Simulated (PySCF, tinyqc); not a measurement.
Worked calculation (part 2 of 2): CCD on RHF in the sto-6g basis, for H6, spin multiplicity 1. The lowest restricted solution is unstable here: a spin-polarised one lies 0.0503 hartree lower (PySCF). Computed by tinyqc, a small Python program that keeps every step (integrals from PySCF). Command: `OMP_NUM_THREADS=1 python tinyqc.py 31301 31302 out.jsonl` (the two numbers bound the seeds that draw the settings). One thread of a shared host (Intel(R) Xeon(R) Processor @ 2.60GHz), about 0.1 s of CPU time with the checks.

Geometry (angstrom):
```
atom         x         y         z
H     0.000000  0.000000  0.000000
H     0.000000  0.000000  1.153000
H     0.000000  0.000000  2.156000
H     0.000000  0.000000  3.309000
H     0.000000  0.000000  4.313000
H     0.000000  0.000000  5.466000
```

## CCD: amplitude update 3

Amplitudes after update 2 (spin orbitals 1a, 1b, ...; amplitudes related by a flip of all spins are not repeated; the 24 largest):
```
from      to          t
3a 3b  4a 4b  -0.279131
2a 3b  4a 5b  -0.104327
2a 2b  4a 4b  -0.074823
1a 3b  4a 6b  -0.069801
2a 2b  5a 5b  -0.068954
2a 3b  4b 5a   0.058024
3a 3b  5a 5b  -0.055210
2a 3a  4a 5a  -0.046303
1a 1b  4a 4b  -0.046012
1a 3b  4b 6a   0.040577
1a 1b  6a 6b  -0.037582
1a 2b  5a 6b  -0.036598
1a 2b  4a 5b  -0.034338
1a 1b  5a 5b  -0.033686
1a 3a  4a 6a  -0.029223
1a 2b  5b 6a   0.026245
3a 3b  6a 6b  -0.025993
2a 3b  5a 6b  -0.025794
2a 2b  6a 6b  -0.024677
2a 2b  4a 6b  -0.020458
1a 3b  5a 5b  -0.019269
1a 1b  4a 6b   0.017958
1a 2b  4b 5a   0.017587
1a 2a  4a 5a  -0.016751
```

orbital energies (hartree): [-0.628116, -0.504304, -0.280283, 0.134693, 0.512624, 0.875077]

Given earlier and not repeated: Two-electron integrals over orbitals (pq|rs).

t_ij^ab D_ij^ab are set to the remaining terms of the spin-orbital equations, evaluated with the old amplitudes; for the doubles these are <ij||ab> + 1/2 <ab||ef> t_ij^ef + 1/2 <mn||ij> t_mn^ab + P(ij)P(ab) <mb||ej> t_im^ae + terms in t^2, D the orbital-energy denominators. DIIS then mixes the stored amplitudes.

DIIS coefficients: [-1.129112, 2.129112]

Amplitudes after update 3 (spin orbitals 1a, 1b, ...; amplitudes related by a flip of all spins are not repeated; the 24 largest):
```
from      to          t
3a 3b  4a 4b  -0.335843
2a 3b  4a 5b  -0.122042
1a 3b  4a 6b  -0.081513
2a 2b  5a 5b  -0.080744
2a 3b  4b 5a   0.069336
2a 2b  4a 4b  -0.068262
2a 3a  4a 5a  -0.052706
3a 3b  5a 5b  -0.049205
1a 3b  4b 6a   0.046211
1a 1b  6a 6b  -0.043969
1a 2b  5a 6b  -0.043116
1a 1b  4a 4b  -0.038935
1a 3a  4a 6a  -0.035301
1a 1b  5a 5b  -0.034995
1a 2b  4a 5b  -0.033668
1a 2b  5b 6a   0.030517
2a 2b  6a 6b  -0.025075
2a 3b  5a 6b  -0.024986
2a 2b  4a 6b  -0.021874
3a 3b  6a 6b  -0.021504
1a 3b  5a 5b  -0.020606
1a 1b  4a 6b   0.017947
1a 2a  4a 5a  -0.016886
1a 2b  4b 5a   0.016783
```

correlation energy = -0.13847776 hartree

## CCD: convergence

E_corr = 1/4 sum <ij||ab> t_ij^ab; stop when the norm of the change is below 1e-8.

Course of the amplitude iterations:
```
update  correlation energy (hartree)  norm of the change
0                        -0.08087339                   -
1                        -0.10969877            2.19e-01
2                        -0.12379625            1.21e-01
3                        -0.13847776            6.69e-02
4                        -0.13869906            1.04e-02
5                        -0.13872479            4.43e-03
6                        -0.13891101            1.07e-03
7                        -0.13884798            4.04e-04
8                        -0.13884241            5.28e-05
9                        -0.13884226            6.69e-06
10                       -0.13884231            6.96e-07
11                       -0.13884229            1.67e-07
12                       -0.13884229            2.30e-08
13                       -0.13884229            7.10e-09
```

Converged amplitudes (spin orbitals 1a, 1b, ...; amplitudes related by a flip of all spins are not repeated; the 24 largest):
```
from      to          t
3a 3b  4a 4b  -0.342138
2a 3b  4a 5b  -0.123324
2a 2b  5a 5b  -0.083604
1a 3b  4a 6b  -0.082661
2a 3b  4b 5a   0.068001
2a 2b  4a 4b  -0.063906
2a 3a  4a 5a  -0.055323
3a 3b  5a 5b  -0.046368
1a 3b  4b 6a   0.046182
1a 1b  6a 6b  -0.044889
1a 2b  5a 6b  -0.043807
1a 1b  4a 4b  -0.037583
1a 3a  4a 6a  -0.036479
1a 1b  5a 5b  -0.034125
1a 2b  4a 5b  -0.031849
1a 2b  5b 6a   0.030351
2a 2b  6a 6b  -0.024644
2a 3b  5a 6b  -0.023814
3a 3b  6a 6b  -0.020994
2a 2b  4a 6b  -0.020311
1a 3b  5a 5b  -0.019101
1a 1b  4a 6b   0.017050
1a 2a  4a 5a  -0.016206
1a 2b  4b 5a   0.015643
```

CCD total energy = -3.18993789 hartree

Converged in 13 updates, with DIIS from the third.
